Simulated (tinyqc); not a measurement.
Potential-pH (Pourbaix) lines of a metal, its cation, its oxide and an oxyanion, with a complexing ligand: one step, computed by the program tinyqc. Command: `OMP_NUM_THREADS=1 python tinyqc.py 3019240 3019241 out.jsonl pourb walk`. One thread of a shared host (Intel(R) Xeon(R) Processor @ 2.30GHz), about 0.02 s of CPU time with the checks.

Potentials are against the standard hydrogen electrode; solids and water have unit activity; dG_f of M, H+ and the electron is zero; F = e N_A and s = R T ln(10)/F. The cation carries z = 2.

Problem. Standard potentials. M2+ + 2e = M; MO + 2H+ + 2e = M + H2O; MO2(2-) + 4H+ + 2e = M + 2H2O. For each, E0 = -dG/(z F), and E = E0 + (s/z) log10 a - (s n_H/z) pH, with no activity term for the oxide.

Inputs (values chosen for the exercise, for a model metal): dG_f of the cation = -163.5 kJ/mol; dG_f of the oxide = -339.3 kJ/mol; dG_f of the oxyanion = -416.63 kJ/mol; dG_f of water = -237.14 kJ/mol; temperature T = 298.15 K.

Species: M, M2+, MO, MO2(2-).

Constants: R = 8.314462618 J/(mol K); e = 1.602176634e-19 C; N_A = 6.02214076e+23 1/mol.

Give: s; E0.

Solution.

s = 0.05916 V

E0 (V): cation -0.8473, oxide -0.5294, oxyanion 0.2988

The metal is less noble than hydrogen.
